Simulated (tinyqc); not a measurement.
Worked calculation: hydrogenic donor in a hard-walled well (variational). Values are carried at full precision from step to step, so a last printed digit may differ when a step is redone from the rounded ones.

Constants: Ry = 13.60569312 eV; a0 (Bohr radius) = 0.5291772105 angstrom; hbar^2/2m0 = 3.80998211 eV angstrom^2; e^2/(4 pi eps0) = 14.39964547 eV angstrom.

Parameters, chosen for this exercise (near those of Ge, with one mean mass; shifted at random, so the results belong to these values and not to a real crystal): m = 0.118 m0 (mass); eps = 16.1 (dielectric constant); L = 265 angstrom (well width); zi = 0 angstrom (position of the donor from the centre); lam = 103 angstrom (trial length); lams = (41, 53, 64, 75, 90, 109, 135) angstrom (trial lengths).

## Bulk donor

Ry* = Ry m/eps^2, a* = a0 eps/m, and the subband energy c (pi/L)^2/m with c = hbar^2/2m0.

Ry* = 6.194 meV
a* = 72.20 angstrom
subband energy = 4.54 meV

## One trial length

Trial function cos(pi z/L) exp(-r/lam), r measured from the donor at zi, walls at +/- L/2, one eps everywhere. Counted from the lowest subband, E(lam) = c/(m lam^2) - (q/eps) I0/I1, with I0 the integral of cos^2(pi z/L) exp(-2|z - zi|/lam) over the well and I1 the same with the factor (|z - zi| + lam/2); c = hbar^2/2m0, q = e^2/(4 pi eps0). The binding energy is -E at the minimum.

Evaluate I0, I1 and both terms.

I0 = 69.822 angstrom
I1 = 5508.0 angstrom^2
kinetic term = 3.043 meV
Coulomb term = -11.338 meV
E = -8.294 meV

## Scan and minimum

E for each trial length, then the minimum.

Scan:
```
lam (angstrom)  kinetic (meV)  Coulomb (meV)  E (meV)
41                     19.208        -23.870   -4.663
53                     11.494        -19.218   -7.723
64                      7.883        -16.480   -8.597
75                      5.740        -14.524   -8.784
90                      3.986        -12.590   -8.604
109                     2.718        -10.851   -8.133
135                     1.772         -9.192   -7.420
```

best lam = 75.1 angstrom
binding energy = 8.78 meV
in Ry* = 1.418

At L = 3.67 a* this donor is bound more strongly than in the bulk.

## Checks

- Binding at the centre of a very wide well (200 a*) against Ry*, meV: 6.20 against 6.19.
- Binding in a very thin well (a*/2000) against 4 Ry*, meV: both 24.8.

Run: tinyqc, `OMP_NUM_THREADS=1 python tinyqc.py 1250353 1250354 out.jsonl`; Intel(R) Xeon(R) Processor @ 2.30GHz, one thread, shared host; about 0.02 s of CPU time with all checks.
